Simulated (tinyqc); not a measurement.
Worked calculation: anisotropic elasticity and sound waves of a cubic crystal. Computed by tinyqc, a small Python program that keeps every step. Command: `OMP_NUM_THREADS=1 python tinyqc.py 3023123 3023124 out.jsonl cubicelastic walk`. One thread of a shared host (Intel(R) Xeon(R) Processor @ 2.30GHz), about 0.01 s of CPU time with the checks. Intermediate numbers are printed to about 6 digits and carried at full precision; extremes and crossings named in words are read from the listed rows.

Voigt order 1..6 = xx, yy, zz, yz, xz, xy, with engineering shear strains. The rotated frame has x' as named, z' along the wafer normal and y' = z' x x'.

Inputs (values chosen for the exercise, modelled on nickel):

| quantity | value | unit |
|---|---|---|
| C11 | 248.1 | GPa |
| C12 | 152.7 | GPa |
| C44 | 121.9 | GPa |
| density rho | 8.926 | g/cm^3 |
| expansion coefficient of the film | 14 | ppm/K |
| expansion coefficient of the substrate | 2.6 | ppm/K |
| cooling Delta T | 500 | K |

Frame: (110) wafer, x' along [1-11].

wave normal (not normalised): 3  4.5  2.2

## Compliances and anisotropy

S11 = (C11 + C12)/D, S12 = -C12/D, D = (C11 - C12)(C11 + 2 C12), S44 = 1/C44. Zener ratio A = 2 C44/(C11 - C12); S0 = S11 - S12 - S44/2; H = 2 C44 + C12 - C11.

S11 = 7.59035 1/TPa

S12 = -2.89183 1/TPa

S44 = 8.20345 1/TPa

Zener ratio A = 2.55556

S0 = 6.38046 1/TPa

H = 148.4 GPa

## Stiffness in the rotated frame

direction cosines a (rows x', y', z' in the cube axes):
```
           x          y          z
x'  0.577350  -0.577350   0.577350
y'  0.408248  -0.408248  -0.816497
z'  0.707107   0.707107   0.000000
```

C'_ijkl = C12 delta_ij delta_kl + C44 (delta_ik delta_jl + delta_il delta_jk) - H sum_m a_im a_jm a_km a_lm.

C' (GPa):
```
         1        2        3        4        5        6
1  347.033  103.233  103.233    0.000    0.000    0.000
2  103.233  322.300  127.967    0.000    0.000   34.978
3  103.233  127.967  322.300    0.000    0.000  -34.978
4    0.000    0.000    0.000   97.167  -34.978    0.000
5    0.000    0.000    0.000  -34.978   72.433    0.000
6    0.000   34.978  -34.978    0.000    0.000   72.433
```

Normal stress couples to shear strain in this frame.

## Moduli along the axes of the frame

Invert C' to S'. E along x' = 1/S'11, along y' = 1/S'22; Poisson ratios nu(x'y') = -S'12/S'11 and nu(x'z') = -S'13/S'11; in-plane shear modulus 1/S'66.

E along x' = 299.696 GPa

E along y' = 227.267 GPa

nu(x'y') = 0.229272

nu(x'z') = 0.229272

in-plane shear modulus = 59.8418 GPa

E differs between x' and y' by +31.9 %.

## Thermal stress in a film with this orientation

On cooling, a thick substrate imposes eps_1 = eps_2 = (alpha_film - alpha_substrate) Delta T and eps_6 = 0; the free surface sets sigma_3 = sigma_4 = sigma_5 = 0, which fixes eps_3, eps_4, eps_5. Biaxial modulus M = (sigma_1 + sigma_2)/(2 eps); energy density M eps^2. Elastic response and constant coefficients are assumed.

in-plane strain = 5.7 per mille

elastic strain along the normal = -4.08886 per mille

stress along x' = 2144.41 MPa

stress along y' = 1902.30 MPa

biaxial modulus M = 354.975 GPa

energy density = 11.5331 MJ/m^3

The film ends in tension. Caution: the thermal stress of this film exceeds 200 MPa, which can relax by slip, cracking or buckling in a real film.

## Sound waves along the wave normal

In the cube axes, with unit normal n: G_ij = (C12 + C44) n_i n_j + (C44 - H n_i^2) delta_ij, eigenvalues rho v^2, eigenvectors u (columns, largest component positive). Group velocity V_i = [(C12 + C44)(u.n) u_i + C44 n_i - H u_i^2 n_i]/(rho v); its angle to n has cosine v/|V|.

Christoffel matrix (GPa):
```
         x        y        z
x  155.218  108.744   53.164
y  108.744  196.865   79.746
z   53.164   79.746  139.818
```

phase velocities (m/s): 2649.87  3270.95  6114.55

polarisations:
```
        slow       fast  longitudinal
x  -0.669849  -0.488671      0.559020
y   0.696205  -0.151689      0.701633
z  -0.258070   0.859180      0.441824
```

group speeds (m/s): 2865.11  3632.75  6171.30

angles between V and n (degree): 22.3503  25.7883  7.7761

Energy flows off the wave normal by up to 25.8 degrees, for the fast transverse wave.

## Polycrystal bounds against single-crystal directions

B = (C11 + 2 C12)/3; Voigt G = (C11 - C12 + 3 C44)/5; Reuss G = 5/(4 (S11 - S12) + 3 S44); Hill is their mean; E = 9BG/(3B + G), nu = (3B - 2G)/(6B + 2G). Along <hkl>, with g = 0, 1/4, 1/3: 1/E = S11 - 2 S0 g; for a film with that normal C33 = C11 + 2 H g and M = [6B - (3B - C33) - (3B - C33)^2/C33]/2.

bulk modulus B = 184.5 GPa

Averages:

| average | G (GPa) | E (GPa) | nu |
|---|---|---|---|
| Voigt | 92.2200 | 237.148 | 0.285774 |
| Reuss | 75.1438 | 198.485 | 0.320700 |
| Hill | 83.6819 | 218.076 | 0.303003 |

Directions:

| direction | E (GPa) | biaxial modulus M (GPa) |
|---|---|---|
| <100> | 131.746 | 212.833 |
| <110> | 227.267 | 354.975 |
| <111> | 299.696 | 388.848 |

The bounds on G differ by 23 %, while E varies by a factor 2.27 with direction; with A above 1 the stiffest axis is <111>. Under a fixed mismatch strain, grains with a <100> normal store the least energy.

Checks made by the program: E along x' against 1/E = S11 - 2 S0 (l^2 m^2 + m^2 n^2 + n^2 l^2) (relative difference below 1e-10); closed form of M against the matrix solution (relative difference below 1e-10).
